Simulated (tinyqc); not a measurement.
# Threshold-voltage variability of a planar MOSFET, analytic estimates: effects of single changes

Three independent sources add in quadrature: random dopants in the depleted layer, metal-gate grains of two orientations, and roughness of the two gate edges acting through the roll-off VT = VT(long) - Vr exp(-L/l). These are first-order estimates: no three-dimensional electrostatics, no percolation.

Inputs (values chosen for the exercise); material values close to those of silicon: temperature T = 350 K; band gap Eg = 1.14 eV; relative permittivity of the semiconductor eps_r = 11.7; conduction-band density of states at T Nc = 3.48e19 cm^-3; valence-band density of states at T Nv = 3.38e19 cm^-3; channel doping Na = 1.1e18 cm^-3; oxide-equivalent thickness in inversion ti = 1.3 nm; gate length L = 65 nm; gate width W = 65 nm; metal grain size G = 4 nm; work-function difference of the two grain orientations dW = 0.3 eV; share of the orientation of higher work function p = 0.5; rms roughness of one gate edge De = 1.5 nm; correlation length of the roughness La = 15 nm; decay length of the threshold roll-off l = 11 nm; prefactor of the roll-off Vr = 1.2 V.

Constants: q = 1.602176634e-19 C, kB = 1.380649e-23 J/K, Vt = kB T/q, eps0 = 8.8541878128e-14 F/cm where lengths are in cm. Results are converted to the units shown.

Each table varies one quantity; the others keep the values above.

## Scaling length and width together

ni = sqrt(Nc Nv) exp(-Eg/(2 Vt)), Eg in volts; Cox = 3.9 eps0/ti; Wd = sqrt(4 eps0 eps_r Vt ln(Na/ni)/(q Na)); dopants: s1 = (q/Cox) sqrt(Na Wd/(3 L W)). Grains: Ng = L W/G^2 (at least 1), s2 = dW sqrt(p (1 - p)/Ng). Edges, with exponential correlation and u = W/La: the mean gate length has sL^2 = 2 De^2 (2/u)[1 - (1 - exp(-u))/u]; s3 = sL (Vr/l) exp(-L/l). s = sqrt(s1^2 + s2^2 + s3^2). l and Vr are held fixed. W = 1 L in every row; l is held fixed.

Results:
```
L (nm)  s1 (mV)  s2 (mV)    s3 (mV)  s (mV)  s sqrt(L W) (mV um)
42       15.824   14.286     3.5026  21.604              0.90737
52       12.781   11.538     1.3206  17.269              0.89800
78       8.5204   7.6923    0.10747  11.480              0.89541
95       6.9957   6.3158   0.021190  9.4249              0.89537
120      5.5383   5.0000  0.0019798  7.4614              0.89537
140      4.7471   4.2857  3.0054e-4  6.3955              0.89537
```

Estimate the missing row, L = 63 nm.

Computed row:
```
L (nm)  s1 (mV)  s2 (mV)  s3 (mV)  s (mV)  s sqrt(L W) (mV um)
63       10.549   9.5238  0.45491  14.219              0.89583
```

With this row back in the table: As L goes from 42 to 140 nm, s falls from 21.6 to 6.40 mV. The dopants are the largest source in the first and the last row. The product s sqrt(L W) falls from 0.907 to 0.895 mV um: s1 and s2 go as 1/sqrt(L W), so the change comes from s3 alone.

## Effect of the metal grain size

Same model as above.

l and Vr are held fixed.

The same in every row: s1 (mV) = 10.224; s3 (mV) = 0.37505.

Effect of the metal grain size:
```
G (nm)  s2 (mV)  s (mV)  s sqrt(L W) (mV um)
2        4.6154  11.224              0.72957
3        6.9231  12.354              0.80298
5        11.538  15.421               1.0024
7        16.154  19.121               1.2429
10       23.077  25.243               1.6408
14       32.308  33.889               2.2028
20       46.154  47.274               3.0728
```

As G goes from 2 to 20 nm, s rises from 11.2 to 47.3 mV. The largest source is the dopants in the first row and the grains in the last.

## Effect of the gate width

Same model as above.

l and Vr are held fixed.

Effect of the gate width:
```
W (nm)  s1 (mV)  s2 (mV)  s3 (mV)  s (mV)  s sqrt(L W) (mV um)
22        17.57    15.87   0.5058   23.68               0.8956
35        13.93    12.58   0.4554   18.78               0.8956
57        10.92    9.857   0.3928   14.72               0.8957
93        8.548    7.717   0.3268   11.52               0.8957
150       6.731    6.076   0.2665   9.072               0.8958
250       5.213    4.707   0.2110   7.027               0.8958
400       4.122    3.721   0.1688   5.555               0.8958
650       3.233    2.919   0.1334   4.358               0.8958
```

What does the comparison show?

As W goes from 22 to 650 nm, s falls from 23.7 to 4.36 mV. The dopants are the largest source in the first and the last row. The product s sqrt(L W) stays near 0.896 mV um: s1 and s2 count independent dopants and grains, so they go as 1/sqrt(L W), and s3 is too small to matter.

Computed by the program tinyqc: `OMP_NUM_THREADS=1 python tinyqc.py 2090070 2090071 out.jsonl`, one thread of a shared Intel Xeon 2.30GHz, about 0.01 s for the whole run.
